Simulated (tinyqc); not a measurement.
# Ballistic Schottky-barrier transistor with a two-dimensional channel, WKB contacts: what changes with what

Source Fermi level 0, drain Fermi level -Vd. Far from the contacts Ec = pn - psi, and the gate moves psi one to one; the band edges relax as exp(-x/lam) from pn at the source and pn - Vd at the drain; Ev = Ec - Eg. A carrier of energy w inside the channel band meets at a contact a barrier of height D (the contact edge beyond the channel edge): T = 1 for w >= D, else exp(-S), S = 4 lam sqrt(m/C) [sqrt(D - w) - sqrt(w) arctan sqrt((D - w)/w)], C = hbar^2/(2 m0). The two contacts combine as Ts Td/(Ts + Td - Ts Td).

Values chosen for this exercise; channel values close to those of a molybdenum disulphide layer: temperature T = 300 K; band gap Eg = 1.7 eV; barrier for electrons at both contacts pn = 0.42 eV; electron mass mn = 0.5 m0; hole mass mp = 0.62 m0; valleys or subbands g = 2; screening length at the contacts lam = 1.4 nm; drain bias Vd = 0.7 V; band shift psi of the channel by the gate ps = -1.14 V.

Constants: q = 1.602176634e-19 C, kB = 1.380649e-23 J/K, hbar = 1.054571817e-34 J s, h = 6.62607015e-34 J s, m0 = 9.1093837015e-31 kg, Vt = kB T/q, hbar^2/(2 m0) = 0.0380998212 eV nm^2. Results are converted to the units shown.

Each table varies one quantity; the others keep the values above.

## Effect of the screening length

I/W = g (2 q^2/h) int T(w) [N(Es + w) - N(Ed + w)] dw with w the energy of motion along the channel, N(y) = (1/2 pi) sqrt(pi m kB T/C) Fm(-y/kB T), Fm(x) = (1/sqrt(pi)) int_0^infinity u^(-1/2)/(1 + exp(u - x)) du. Electrons: Ds = psi, Dd = psi - Vd, Es = Ec, Ed = Ec + Vd. Holes: Ds = -psi, Dd = Vd - psi, Es = -Ev, Ed = -Ev - Vd. The size of each current is taken; both flow from drain to source and add. The integrals are converged.

Effect of the screening length:
```
lam (nm)	current of the holes (uA/um)	share over the barriers (%)	|d psi/d log10| of this current (mV/decade)
0.5	364.2	6.319e-20	495.3
1.6	0.1219	1.889e-16	228.7
2.6	2.007e-4	1.147e-13	163.8
3.7	3.678e-7	6.258e-11	138.6
4.8	1.798e-9	1.280e-8	141.1
5.9	2.829e-11	8.137e-7	162.6
6.9	1.591e-12	1.447e-5	189.8
8	1.398e-13	1.646e-4	223.8
```

What does the table show?

The current falls from 364 to 1.40e-13 uA/um, while the share over the barriers rises from 6.32e-20 to 1.65e-4 %: the thermionic part does not depend on lam, and a thinner barrier adds tunnelling. The swing goes from 495 through a minimum of 139 (at lam = 3.7 nm among the rows listed) to 224 mV/decade.

## Effect of the drain bias on the off state

Same model as above.

For each Vd, psi is set to the minimum of I.

Effect of the drain bias on the off state:
```
Vd (V)	psi at the minimum (V)	smallest I (uA/um)
0.05	-0.539	1.08e-13
0.21	-0.469	1.90e-12
0.37	-0.402	2.47e-11
0.53	-0.335	3.23e-10
0.68	-0.272	3.66e-9
0.84	-0.205	5.01e-8
1	-0.136	6.98e-7
```

What does the table show?

The smallest current rises from 1.08e-13 to 6.98e-7 uA/um, 7.15 decades a volt between the last two rows, and the minimum moves by 0.42 V a volt over the table: a larger Vd lets holes enter from the drain while electrons still enter from the source.

Range of the model: No scattering, image-force lowering, channel charge or band-to-band tunnelling; parabolic kappa overstates S deep in the gap.

Computed by the program tinyqc: `OMP_NUM_THREADS=1 python tinyqc.py 2390138 2390139 out.jsonl`, one thread of a shared Intel Xeon 2.30GHz, about 0.5 s for the whole run.
